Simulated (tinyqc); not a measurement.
Speciation in dilute and buffered hydrofluoric acid, oxide etch rate and bath loading: one step, computed by the program tinyqc. Command: `OMP_NUM_THREADS=1 python tinyqc.py 3121070 3121071 out.jsonl hfetch walk`. One thread of a shared host (Intel(R) Xeon(R) Processor @ 2.30GHz), about 0.01 s of CPU time with the checks.

Concentrations stand for activities, NH4+ and Cl- are spectators, and water ionisation is neglected. H, F and HF2 denote the ions H+, F- and HF2-. The base temperature is 298 K.

Problem. Etch rate. Rate = k_a ([HF] + 2 [H2F2]) + k_b [HF2], an empirical two-term form. Time = oxide/rate; a temperature error changes the rate by exp((E_a/k_B)(1/298 - 1/(298 + error))) - 1.

Inputs (values chosen for the exercise, of the order of those for thermal oxide at room temperature):

| quantity | value | unit |
|---|---|---|
| NH4F added | 1.7 | mol/L |
| HCl added | 0 | mol/L |
| rate constant of neutral HF k_a | 11 | nm L/(min mol) |
| rate constant of HF2 k_b | 52 | nm L/(min mol) |
| activation energy | 0.45 | eV |
| temperature error | 2.4 | K |
| oxide removed per wafer | 6.7 | nm |

[HF] = 0.1463025 mol/L

[H2F2] = 0.05051440 mol/L

[HF2] = 0.6125682 mol/L

Constants: k_B = 8.617333262e-05 eV/K.

Give: etch rate; share of HF2 in the rate; etch time; rate change from the temperature error.

Solution.

etch rate = 34.57 nm/min

share of HF2 in the rate = 92.13 %

etch time = 11.63 s

rate change from the temperature error = 15.03 %

Caution: at ionic strengths above about 0.5 mol/L activities differ much from concentrations, so pH and rates are only indicative.
